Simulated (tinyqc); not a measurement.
Microkinetic model of a Langmuir-Hinshelwood surface reaction A + (1/2) B2 = AB with Bronsted-Evans-Polanyi barriers. Changing the adsorption energy of A, E_A. Computed by tinyqc, a small Python program. Command: `OMP_NUM_THREADS=1 python tinyqc.py 3007868 3007869 out.jsonl microkin sweep`. One thread of a shared host (Intel(R) Xeon(R) Processor @ 2.30GHz), about 0.01 s of CPU time with the checks.

A adsorbs in equilibrium; B2 dissociates irreversibly on two free sites; adsorbed A and B react irreversibly and AB leaves at once. theta_A + theta_B + theta_* = 1.

Inputs (values chosen for the exercise, for a model catalyst):
```
quantity                               value   unit
adsorption energy per B atom, E_B      -1.32     eV
entropy loss of A, S_A                   1.7  meV/K
entropy loss of B2, S_B                  1.7  meV/K
slope a1 of the dissociation barrier    0.64      -
intercept b1                             1.6     eV
slope a2 of the reaction barrier        0.47      -
intercept b2                            0.25     eV
pressure p_A                          0.0021    bar
pressure p_B                           0.022    bar
temperature T                            600      K
```

Constants: k_B = 8.617333262e-05 eV/K; hbar = 6.582119569e-16 eV s.

Method. K_A = exp(-(E_A + T S_A)/(k_B T)) per bar; barriers E1 = max(b1 + a1 2 E_B, 0), E2 = b2 - a2 (E_A + E_B); k1 = (k_B T/h) exp(-S_B/k_B) exp(-E1/(k_B T)) per bar, k2 = (k_B T/h) exp(-E2/(k_B T)), h = 2 pi hbar. theta_A = K_A p_A theta_*; 2 k1 p_B theta_*^2 = k2 theta_A theta_B, so theta_B = w theta_* with w = 2 k1 p_B/(k2 K_A p_A); theta_* = 1/(1 + K_A p_A + w); rate r = k2 theta_A theta_B.

One run for each value:
```
adsorption energy of A, E_A (eV)  rate r (1/s per site)     theta_A     theta_B     theta_*
-2.0                                         1.1617e-08  1.0000e+00  1.4956e-06  2.7935e-06
-1.8                                         2.6567e-05  9.9931e-01  5.5564e-04  1.3359e-04
-1.6                                         4.1399e-02  8.2432e-01  1.7040e-01  5.2734e-03
-1.4                                         2.2839e-02  1.2794e-02  9.8329e-01  3.9168e-03
-1.2                                         3.9095e-04  3.4979e-05  9.9945e-01  5.1245e-04
-1.0                                         6.4836e-06  9.4131e-08  9.9993e-01  6.5994e-05
-0.8                                         1.0743e-07  2.5320e-10  9.9999e-01  8.4951e-06
-0.6                                         1.7800e-09  6.8106e-13  1.0000e+00  1.0935e-06
```

Over the rows, rate r (1/s per site) goes from 1.16e-8 through a maximum among these rows, 0.0414 at -1.60, to 1.78e-9; theta_A falls from 1.000 to 6.81e-13; theta_B rises from 1.50e-6 to 1.000. Strongly bound A blocks the pairs of sites that B2 needs; weakly bound A leaves B without a partner, and B fills the surface. Left out: -0.400 (the rate is out of a useful range).

Caution (all rows): the linear relation gives a negative E1, which is set to zero: dissociation is not activated. Caution (rows -0.600): B is close to or above its equilibrium coverage with B2 gas, so leaving out the desorption of B2 is not justified.

Extremes, crossings and ranges named in words are read from the listed rows.
